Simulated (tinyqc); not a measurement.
Inside a calculation. Model: MOS structure on a p-type body, non-linear Poisson equation by Newton steps.

tinyqc, about 0.5 s, one thread, Intel Xeon 2.30GHz (shared host): `OMP_NUM_THREADS=1 python tinyqc.py 2080054 2080055 out.jsonl` Printed values are rounded; ~0 in a residual or rate marks an entry under 1e-11 of the largest of its column.

One dimension, insulator interface at x = 0, acceptor density Na, uniform, net doping C = -(acceptor density). psi is counted from the intrinsic level: n = ni exp((psi - Vb)/Vt), p = ni exp(-psi/Vt); deep in the body psi_b = -Vt ln(Na/ni). The gate acts through Cox = eps0 eox/tox and has the potential psi_G = Vg - (phiM - chi - Vt ln(Nc/ni)). Boltzmann statistics, full ionisation, classical densities, no oxide or interface charge.

Parameters, values chosen for the exercise; band and dielectric values those of a made-up semiconductor:
```
symbol,value,unit,meaning
T,300,K,temperature
Eg,1.42,eV,band gap
eps_r,11.5,,relative permittivity
Nc,3.62e19,cm^-3,conduction-band density of states at T
Nv,3.02e19,cm^-3,valence-band density of states at T
chi,4.77,eV,electron affinity
Na,1.7e18,cm^-3,acceptor density deep in the body
eox,3.9,,relative permittivity of the gate insulator (close to silicon dioxide)
tox,12,nm,insulator thickness
phiM,5.16,eV,gate work function
Vb,0,V,electron quasi-Fermi potential against the body
Vg,3.85,V,gate voltage against the body
```

Constants: q = 1.602176634e-19 C, kB = 1.380649e-23 J/K, Vt = kB T/q, eps0 = 8.8541878128e-14 F/cm where lengths are in cm. Results are converted to the units shown.

Range of the model: On a fine mesh the surface electron density exceeds 0.3 Nc, so degeneracy and confinement would lower the charge and push it away from the interface.

## Scales and end potentials

ni = sqrt(Nc Nv) exp(-Eg/(2 Vt)), Eg in volts; Cox, psi_G and psi_b as defined.

ni = 3.907354e7 cm^-3
Cox = 0.2877611 uF/cm^2
psi_G = 4.172342 V
psi_b = -0.6332759 V

## Net doping on the mesh

x, node 0 to 13 (nm): 0  0.5  1.18  2.09  3.33  5  7.27  10.3  14.5  20.1  27.7  37.9  51.8  70.6

C = -(Na), taken at the nodes.

net doping C, node 0 to 13 (cm^-3): -1.7e18  -1.7e18  -1.7e18  -1.7e18  -1.7e18  -1.7e18  -1.7e18  -1.7e18  -1.7e18  -1.7e18  -1.7e18  -1.7e18  -1.7e18  -1.7e18

## Couplings between neighbouring nodes

a_i = eps0 eps_r/h_i for the interval from node i to i + 1, with h_i = x_(i+1) - x_i in cm.

coupling a_i, interval 0 to 12 (F/cm^2): 2.036463e-5  1.497399e-5  1.118936e-5  8.211545e-6  6.097195e-6  4.485602e-6  3.360500e-6  2.424361e-6  1.818271e-6  1.339778e-6  9.982663e-7  7.325407e-7  5.416126e-7

## Starting potential

A straight line in x from psi_G at node 0 to psi_b at the last node.

psi at the start, node 0 to 13 (V): 4.172342  4.138308  4.092022  4.030080  3.945675  3.832001  3.677486  3.471239  3.185353  2.804171  2.286852  1.592556  0.646407  -0.633276

## Iteration 1: densities, residual and Jacobian diagonal

n_i = ni exp((psi_i - Vb)/Vt), p_i = ni exp(-psi_i/Vt), rho_i = p_i - n_i + C_i, g_i = (n_i + p_i)/Vt. Box widths w_i = (h_(i-1) + h_i)/2 in cm. Residual F_i = a_i (psi_(i+1) - psi_i) - a_(i-1) (psi_i - psi_(i-1)) + q rho_i w_i; Jacobian: a_(i-1) and a_i beside the diagonal, b_i = -a_(i-1) - a_i - q g_i w_i on it. Node 0 is free: w_0 = h_0/2, F_0 = a_0 (psi_1 - psi_0) + Cox (psi_G - psi_0) + q rho_0 w_0, b_0 = -a_0 - Cox - q g_0 w_0, with Cox = eps0 eox/tox, psi_G = Vg - (phiM - chi - Vt ln(Nc/ni)). The last node is fixed.

```
node    n (cm^-3)     p (cm^-3)
0     4.832260e77  3.159476e-63
1     1.295395e77  1.178591e-62
2     2.161846e76  7.062211e-62
3     1.968989e75  7.753937e-61
4     7.521559e73  2.029820e-59
5     9.261240e71  1.648528e-57
6     2.349269e69  6.498793e-55
7     8.056365e65  1.895075e-51
8     1.268981e61  1.203124e-46
9     5.010443e54  3.047118e-40
10    1.021656e46  1.494379e-31
11    2.216375e34  6.888461e-20
12    2.825177e18   5.404056e-4
13    8.980831e-4        1.7e18
```

```
node  residual F (C/cm^2)  diagonal b (F/cm^2)
0            -1.935534e51         -7.486978e52
1            -1.224516e51         -4.736641e52
2            -2.753609e50         -1.065144e52
3            -3.391267e49         -1.311801e51
4            -1.753401e48         -6.782458e49
5            -2.923114e46         -1.130711e48
6            -9.974451e43         -3.858290e45
7            -4.666141e40         -1.804944e42
8                      ~0         -3.853606e37
9                      ~0         -2.049445e31
10                     ~0         -5.635222e22
11                     ~0         -1.655185e11
12                     ~0         -2.990140e-5
```

## Iteration 1: Newton step

Solve the tridiagonal system a_(i-1) d_(i-1) + b_i d_i + a_i d_(i+1) = -F_i for nodes 0 to 12, with d = 0 on fixed nodes. Each component d is damped to sign(d) Vt ln(1 + |d|/Vt) before it is added.

Newton step d, before damping, node 0 to 12 (V): -0.02585200  -0.02585200  -0.02585200  -0.02585200  -0.02585200  -0.02585200  -0.02585200  -0.02585200  -0.02585200  -0.02585200  -0.02585200  -0.02585200  -0.04027685
psi after iteration 1, node 0 to 13 (V): 4.154423  4.120389  4.074103  4.012161  3.927756  3.814082  3.659567  3.453320  3.167434  2.786251  2.268933  1.574637  0.622127  -0.633276

## Course of the Newton iteration

Stop when the largest undamped |d| is below 1e-9 V, or after 80 iterations.

Course of the iteration:
```
iteration  largest |F| (C/cm^2)  largest |d| (V)  at node
1                       1.94e51           0.0403       12
2                       9.68e50           0.0590       12
3                       4.84e50            0.109       12
4                       2.42e50            0.205       12
5                       1.21e50            0.239       12
6                       6.05e49            0.200       12
7                       3.02e49            0.156       12
8                       1.51e49            0.116       12
9                       7.56e48           0.0820       12
...                         ...              ...      ...
72                      8.20e29           0.0259       10
73                      4.10e29           0.0259       10
74                      2.05e29           0.0259       10
75                      1.02e29           0.0259       10
76                      5.12e28           0.0259       10
77                      2.56e28           0.0259       10
78                      1.28e28           0.0259       10
79                      6.40e27           0.0259       10
80                      3.20e27           0.0259       10
```

Not converged within 80 iterations. Over the last steps the residual has levelled off at one value (counting the largest step as the residual). A rerun with the same steps from the parabola start converges in 6 iterations.
